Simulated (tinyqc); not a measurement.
Admittance spectroscopy and thermally stimulated current of one trap level in a depletion layer: one step, computed by the program tinyqc.

A Schottky junction on n-type material holds one donor-like electron trap; shallow donors are fully ionised and abrupt depletion edges are assumed.

Task: Temperature of the peak. N_c = 2 (2 pi m k_B T/h^2)^(3/2), v_th = sqrt(3 k_B T/m), emission rate e_n = sigma v_th N_c exp(-E_t/(k_B T)). Where the level crosses the Fermi level capture equals emission, so the trap follows the signal with the rate 2 e_n; G/omega peaks at omega = 2 e_n (the correction for large N_t/N is left out). Solve 2 e_n(T_p) = 2 pi f.

Inputs (values chosen for the exercise, modelled on n-type silicon): density-of-states mass m = 1.07 m_0; shallow doping N = 5.7e+16 1/cm^3; trap depth E_t below the band = 0.484 eV; capture cross section sigma = 2.2e-16 cm^2; test frequency f = 2000 Hz.

Constants: k_B = 1.380649e-23 J/K; m_0 = 9.1093837015e-31 kg; h = 6.62607015e-34 J s; k_B = 8.617333262e-05 eV/K.

Give: peak temperature T_p; N_c at T_p; e_n at T_p; E_c - E_F = k_B T_p ln(N_c/N).

Result:

peak temperature T_p = 341.1 K

N_c at T_p = 3.367e+19 1/cm^3

e_n at T_p = 6283 1/s

E_c - E_F = k_B T_p ln(N_c/N) = 0.1875 eV
